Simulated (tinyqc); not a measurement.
Changing the temperature T: classical Heisenberg spin chain: exact results, Metropolis, heat-bath and over-relaxation steps, and a Monte Carlo run. Computed by tinyqc, a small Python program. Command: `OMP_NUM_THREADS=1 python tinyqc.py 3130046 3130047 out.jsonl heismc sweep`. One thread of a shared host (Intel(R) Xeon(R) Processor @ 2.30GHz), about 0.01 s of CPU time with the checks.

E = -J sum_i s_i . s_(i+1) for unit vectors s_i on an open chain; K = J/(k_B T).

Inputs (values chosen for the exercise, for a model chain of large moments): coupling J = 28 meV; moment mu = 5 mu_B.

Constants: k_B = 8.617333262e-05 eV/K; mu_B = 5.7883818060e-05 eV/T.

Method. Each bond angle is independent, so u = <s_i . s_(i+1)> = coth K - 1/K, <s_i . s_(i+n)> = u^n, correlation length xi = -1/ln|u|, energy per bond -J u, heat capacity per bond c/k_B = 1 - K^2/sinh^2 K, and for the long chain chi = mu^2 (1 + u)/(3 k_B T (1 - u)) per spin.

One run for each value:
```
temperature T (K)  chi (mu_B/T per spin)  xi (sites)  heat capacity (k_B/bond)       u
16.8                           1.256e+01       18.84                     1.000  0.9483
28.9                           4.162e+00       10.74                     1.000  0.9111
49.8                           1.354e+00        6.01                     1.000  0.8467
85.8                           4.308e-01        3.28                     0.971  0.7370
148.0                          1.379e-01        1.78                     0.755  0.5696
255.0                          4.942e-02        1.05                     0.402  0.3849
438.0                          2.079e-02        0.70                     0.165  0.2387
755.0                          9.862e-03        0.51                     0.060  0.1417
1300.0                         5.085e-03        0.40                     0.021  0.0830
2240.0                         2.752e-03        0.33                     0.007  0.0483
```

Over the rows, chi (mu_B/T per spin) falls from 12.6 to 0.00275 (exponent d ln y / d ln x -2.0 between the first rows and -1.1 between the last); xi (sites) falls from 18.8 to 0.330 (exponent d ln y / d ln x -1.0 between the first rows and -0.36 between the last); heat capacity (k_B/bond) falls from 1.00 to 0.00698. At the low end the exponent of chi is -2.04, close to -2: chi goes as xi/T with xi as 1/T. At the low end the exponent of xi is -1.04, close to -1: xi grows as K.
